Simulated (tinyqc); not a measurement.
Implant damage, amorphisation by cascade overlap, and solid-phase epitaxial regrowth: one step, computed by the program tinyqc. Command: `OMP_NUM_THREADS=1 python tinyqc.py 3112774 3112775 out.jsonl sper walk`. One thread of a shared host (Intel(R) Xeon(R) Processor @ 2.30GHz), about 0.01 s of CPU time with the checks.

Range and width of the damage are inputs. Dynamic annealing enters only through the surviving share f.

Question. Isothermal regrowth. v = v0 x orientation factor x exp(-E_a/(k_B T)) x [1 + (enhancement - 1) exp(-(z - R_d)^2/(2 s_d^2))], T = anneal temperature + 273.15 K; the dopant is taken to follow the damage profile; the lower front moves from the lower edge z2 to the surface, or to the middle (z1 + z2)/2 of a buried layer with upper edge z1; time = int dz/v; the equivalent undoped distance is that time times the undoped velocity.

Inputs (values chosen for the exercise, modelled on antimony ions in silicon):
```
quantity                           value  unit
depth of the damage peak R_d          32    nm
width of the damage profile s_d       21    nm
regrowth prefactor v0            5.6e+15  nm/s
regrowth energy E_a                 2.72    eV
anneal temperature                   555     C
rate relative to (100)                 1     -
peak enhancement by the dopant        11     -
```

lower edge = 71.66538 nm

upper edge = 0 nm

Constants: k_B = 8.617333262e-05 eV/K.

Give: undoped velocity; distance to regrow; time without enhancement; equivalent undoped distance; time with enhancement.

Answer.

undoped velocity = 0.1568 nm/s

distance to regrow = 71.67 nm

time without enhancement = 457.0 s

equivalent undoped distance = 10.86 nm

time with enhancement = 69.25 s

The rate doubles for each 15 K or so near this temperature.
